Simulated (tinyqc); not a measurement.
Inside a calculation. Model: size effects in the resistivity of thin metal films and interconnect lines. Computed by tinyqc, a small Python program that keeps every step. Command: `OMP_NUM_THREADS=1 python tinyqc.py 3026275 3026276 out.jsonl size walk`. One thread of a shared host (Intel(R) Xeon(R) Processor @ 2.30GHz), about 0.01 s of CPU time with the checks. Intermediate numbers are printed to about 7 digits and carried at full precision; extremes and crossings named in words are read from the listed rows.

Electrons lose their drift at surfaces (a share 1 - p of the hits) and at grain boundaries (reflection R), besides bulk scattering. The line sits in a trench with a non-conducting liner on both walls and the bottom; the spacing equals the drawn width.

Inputs (values chosen for the exercise, modelled on gold):
```
quantity                                   value         unit
bulk resistivity rho_b                      2.13  microohm cm
bulk mean free path lambda                  36.4           nm
specularity p                                  0            -
grain-boundary reflection R                 0.45            -
drawn line width w                            11           nm
grain size over metal width                 0.79            -
aspect ratio (height over width)             2.1            -
liner thickness t                            0.9           nm
line length                                  7.4   micrometre
permittivity of the dielectric k             3.5            -
competitor: rho_b relative to this metal     2.8            -
competitor: lambda relative to this metal   0.16            -
competitor: liner relative to t             0.26            -
```

Geometry: line.

Constants: eps_0 = 8.8541878128e-12 F/m.

## Metal cross-section

Metal width w_m = w - 2t, height h_m = (aspect ratio) w - t, grain size D = (ratio) w_m.

metal width w_m = 9.2 nm

metal height h_m = 22.2 nm

grain size D = 7.268 nm

share of the trench filled by metal = 80.37780 %

## Grain boundaries

Mayadas-Shatzkes: alpha = (lambda/D) R/(1 - R); rho_b/rho = 1 - 3 alpha/2 + 3 alpha^2 - 3 alpha^3 ln(1 + 1/alpha).

alpha = 4.097663

rho/rho_b from grains = 6.522680

The linear estimate 1 + 3 alpha/2 gives 7.146, 10 % high; at large alpha the slope is 4/3.

## Surfaces

Fuchs-Sondheimer film: rho_b/rho = 1 - (3/(2 kappa))(1 - p) int_0^1 (s - s^3)(1 - exp(-kappa/s))/(1 - p exp(-kappa/s)) ds, f = rho/rho_b, kappa = thickness/lambda, 80 Gauss-Legendre points. Line: the excess of a film of thickness w_m and of a film of thickness h_m are added, rho/rho_b = 1 + (f(w_m) - 1) + (f(h_m) - 1), an estimate that holds best when both sides exceed lambda.

kappa = w_m/lambda = 0.2527473

f(w_m) = 2.707438

f(h_m) = 1.757506

rho/rho_b from surfaces = 3.464944

Caution: for lines much narrower than lambda adding the two film terms and the grain term underestimates the resistivity.

## Resistance and delay

Total: rho = rho_b [1 + surface excess + grain excess]; resistance per length rho/(w_m h_m); capacitance per length C = 2 k eps_0 (aspect ratio + 1/2), a parallel-plate estimate for two neighbours plus a fixed term for the planes above and below; delay 0.38 R C L^2; effective resistivity per drawn area.

resistivity rho = 19.14364 microohm cm

resistance per length = 937.3110 ohm/micrometre

capacitance per length = 0.1611462 fF/micrometre

RC delay = 3.143047 ps

effective resistivity per drawn area = 23.81707 microohm cm

Of the factor 11.18 over bulk, scattering gives 8.99 and the liner 1.24; within scattering, grain boundaries outweigh surfaces (5.52 against 2.46, grains first).

## A short-path metal as competitor

w_m = w - 2t, h_m = (aspect ratio) w - t, D = (ratio) w_m; rho = rho_b [1 + surface excess + grain excess]. Effective resistivity rho (aspect ratio) w^2/(w_m h_m) for the metal with its liner, for the same metal without liner, and for a competitor with its own rho_b, lambda and liner, and for that competitor with the liner t; p, R, aspect and grain ratios are the same.

Effective resistivity (microohm cm):
```
w (nm)  this metal  without liner  competitor  competitor, liner t
200        2.97436        2.93449     6.34687              6.40198
100        3.85669        3.74343     6.73080              6.85319
50         5.74418        5.37773     7.50707              7.80291
30         8.48755        7.54954     8.56705              9.18349
20        12.29200       10.22762     9.93959             11.12276
14        17.89243       13.61182    11.78458             14.02006
10        26.90136       18.04118    14.38204             18.72989
7         44.93597       24.55528    18.56899             28.18354
5         82.36841       33.07202    24.71515             47.65723
```

The competitor wins below a width between 30.0 and 20.0 nm. In narrow lines rho scales as rho_b lambda/w, and the product rho_b lambda of the competitor is 0.45 times this metal's. At the narrowest width the liner costs this metal a factor 2.49. With the same liner the competitor wins below a width between 30.0 and 20.0 nm; at the narrowest width the thinner liner lowers it from 47.7 to 24.7. Rows with w - 2t below lambda stretch the additive estimate. Metal widths below about 5 nm are outside this semiclassical model.

Checks made by the program: grain-boundary formula against its angular integral 3 int_0^1 c^3/(c + alpha) dc (relative difference below 1e-10).
